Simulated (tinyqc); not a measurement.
## Ionisation ratio from the excess noise

Question. In the local model of an avalanche photodiode F = k M + (1 - k)(2 - 1/M), k the ratio of the ionisation coefficient of the other carrier to that of the injected one. Find k and F at twice the gain.

M = 12
excess noise factor F = 6.2525000

Solution. F is linear in k: k = (F - 2 + 1/M)/(M - 2 + 1/M).

k = 0.430
F at 2 M = 11.4

Numbers from tinyqc (`OMP_NUM_THREADS=1 python tinyqc.py 2120143 2120144 out.jsonl`; about 0.04 s on one thread of a shared Intel Xeon 2.30GHz).
